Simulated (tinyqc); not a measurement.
Worked calculation: equilibrium crystal shape, supported particles, Gibbs-Thomson effect and coarsening. Computed by tinyqc, a small Python program that keeps every step. Command: `OMP_NUM_THREADS=1 python tinyqc.py 3005228 3005229 out.jsonl wulff walk`. One thread of a shared host (Intel(R) Xeon(R) Processor @ 2.30GHz), about 0.03 s of CPU time with the checks. Intermediate numbers are printed to about 6 digits and carried at full precision; extremes and crossings named in words are read from the listed rows.

A cubic crystal bounded by {100}, {110} and {111} facets only.

Inputs (values chosen for the exercise, for a model cubic crystal):
```
quantity                                value        unit
atomic volume Omega                     22.64  angstrom^3
atoms in the particle N                 12000           -
work of adhesion W_a                     0.64       J/m^2
temperature T                             500           K
precipitate interface energy gamma_i     0.22       J/m^2
solubility x_inf at a flat interface  5.9e-05           -
diffusivity D                         1.1e-20       m^2/s
mean radius at the start r0               8.8          nm
time t                                  92000           s
```

Surface energies: given.

surface energies gamma(100), gamma(110), gamma(111) (J/m^2): 0.938  1.15  0.99

Constants: e = 1.602176634e-19 C; k_B = 8.617333262e-05 eV/K; k_B = 1.380649e-23 J/K.

## Surface energies

The energies and Omega are given.

gamma (J/m^2): (100) 0.938, (110) 1.150, (111) 0.990

Omega = 22.64 angstrom^3

## The Wulff shape

Wulff construction: the facet planes lie at distances lambda gamma from the centre, and the shape is the region inside all of them; V = (1/3) sum of area x distance. gamma_mean = sum A gamma / sum A; shape factor eta = A/V^(2/3) (4.836 for a sphere). lambda follows from V = N Omega.

area fractions: {100} 0.474013, {110} 0.050339, {111} 0.475648

gamma_mean = 0.973406 J/m^2

shape factor eta = 5.20871

distances of the planes from the centre (nm): {100} 3.59462, {110} 4.40704, {111} 3.79389

surface energy per atom = 0.110621 eV

Present: {100}, {110}, {111}.

## Chemical potential of the particle

For the Wulff shape mu - mu(bulk) = 2 Omega gamma/h, with gamma and h = lambda gamma the energy and distance of any one facet plane, here (111); the vapour pressure rises by exp[(mu - mu(bulk))/(k_B T)].

mu - mu(bulk) = 73.7474 meV

pressure ratio = 5.53784

This is 2/3 of the surface energy per atom (0.6667), since the total surface energy goes as N^(2/3).

## The particle on a substrate

Winterbottom: the particle sits on its largest facet family, {111}, with energy gamma_f; the substrate plane cuts the shape at the distance lambda (gamma_f - W_a) below the centre. Height over that of the free particle at the same lambda = (2 gamma_f - W_a)/(2 gamma_f). An isotropic particle with gamma_mean has cos(theta) = W_a/gamma_mean - 1 (Young-Dupre); a film dewets into particles whenever W_a < 2 gamma.

relative height = 0.676768

contact angle theta = 110.030 degrees

W_a is below gamma_f: more than half of the shape shows.

## Gibbs-Thomson solubility and coarsening

Spherical precipitates of nearly pure solute with atomic volume Omega: x(r) = x_inf exp(l/r), l = 2 gamma_i Omega/(k_B T). Diffusion-limited coarsening at small volume fraction (Lifshitz-Slyozov-Wagner): r^3 = r0^3 + K t, K = (4/9) D x_inf l; the number density falls as (r0/r)^3. The steady size distribution is assumed from the start, and D and x_inf are inputs that do not follow T.

capillary length l = 1.44303 nm

x(r0)/x_inf = 1.17819

rate constant K = 4.16234e-07 nm^3/s

mean radius at t = 8.80016 nm

number density over its start = 0.999944

The time to double the radius is 7 r0^3/K = 1.1e10 s; t is 8.0e-6 times that.

## Shape against the ratio gamma(100)/gamma(111)

Wulff construction: the facet planes lie at distances lambda gamma from the centre, and the shape is the region inside all of them; V = (1/3) sum of area x distance. gamma_mean = sum A gamma / sum A; shape factor eta = A/V^(2/3) (4.836 for a sphere). gamma(110)/gamma(111) is held at the value of this crystal.

Area fractions:
```
gamma(100)/gamma(111)    {100}     {110}     {111}      eta
0.550                  1.00000  0.000000  0.000000  6.00000
0.568                  1.00000  0.000000  0.000000  6.00000
0.682                  0.93596  0.000000  0.064041  5.79428
0.805                  0.75495  0.000000  0.245048  5.46475
0.947                  0.47479  0.050169  0.475044  5.20907
1.060                  0.31753  0.087820  0.594652  5.17779
1.230                  0.15751  0.137665  0.704823  5.24754
1.750                  0.00000  0.240651  0.759349  5.46383
```

{100} holds 100 % of the area in the first row and 0 % in the last; without {110} the limits are a cube below 1/sqrt(3) = 0.577 and an octahedron above sqrt(3) = 1.732. The roundest shape among these rows (eta = 5.178) is at the ratio 1.06; {110} shows in 4 rows.

Checks made by the program: volume against one third of area times distance (relative difference below 1e-10).
